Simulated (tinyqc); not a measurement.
The best anneal temperature for the time t: solubility, supersaturation, precipitation and gettering of an impurity in a silicon-like host. Computed by tinyqc, a small Python program. Command: `OMP_NUM_THREADS=1 python tinyqc.py 3021375 3021376 out.jsonl ripen walk`. One thread of a shared host (Intel(R) Xeon(R) Processor @ 2.30GHz), about 0.01 s of CPU time with the checks.

The wafer was saturated at T1 and is then held at T.

Inputs (values chosen for the exercise, modelled on gold in silicon):
```
quantity                                   value    unit
site density N0                            5e+22  1/cm^3
enthalpy of solution H                      1.93      eV
entropy of solution S                        2.7     k_B
diffusion prefactor D0                   0.00021  cm^2/s
migration energy Q                          1.16      eV
temperature of saturation T1                1375       K
anneal temperature T                         934       K
sink density n                           2.7e+10  1/cm^3
initial sink radius r0                       4.4      nm
impurity density in the precipitate C_p  5.6e+22  1/cm^3
interface energy gamma                      0.44   J/m^2
anneal time t                               2100       s
```

Constants: k_B = 8.617333262e-05 eV/K; k_B = 1.380649e-23 J/K.

Method:
- C_eq(T) = N0 exp(S/k_B - H/(k_B T)); D(T) = D0 exp(-Q/(k_B T)); C0 = C_eq(T1). Supersaturation s = C0/C_eq(T); critical radius r* = 2 gamma/(C_p k_B T ln s); barrier W* = (4 pi/3) gamma r*^2. Strain energy is left out.
- r_f = [r0^3 + 3 (C0 - C_eq)/(4 pi n C_p)]^(1/3), tau_f = 1/(4 pi n r_f D).
- Growing sinks: with y = r/r_f and y0 = r0/r_f, dy/dt = (1 - y^3)/(3 tau_f y), which integrates to t/tau_f = F(y) - F(y0), F(y) = (1/2) ln[(1 + y + y^2)/(1 - y)^2] - sqrt(3) arctan[(2y + 1)/sqrt(3)]; the share of the excess left is (1 - y^3)/(1 - y0^3), and C(t) = C_eq + (C0 - C_eq) x share.

C0 = 6.27407e+16 1/cm^3

Dissolved share after t:
```
T (K)     C_eq/C0   tau_f (s)  C(t)/C0
619    2.2926e-09  1.8134e+07  0.99998
715    2.9522e-07  9.7819e+05  0.99956
825    1.9230e-05  7.9476e+04  0.99409
935    4.6887e-04  1.1658e+04  0.94537
1045   5.8358e-03  2.5659e+03  0.65701
1155   4.4933e-02  7.6241e+02  0.16062
1251   1.9898e-01  3.3036e+02  0.20172
1320   5.0728e-01  2.2085e+02  0.50735
```

The lowest dissolved share among these rows is 0.16 at 1155 K. Above it solubility sets the floor; below it diffusion is too slow for this time. Solubility falls with H = 1.93 eV and diffusion with Q = 1.16 eV. Caution: the barrier to homogeneous nucleation is below 35 k_B T for these inputs, so new precipitates would form and outnumber the fixed sinks assumed here.

Extremes, crossings and ranges named in words are read from the listed rows.
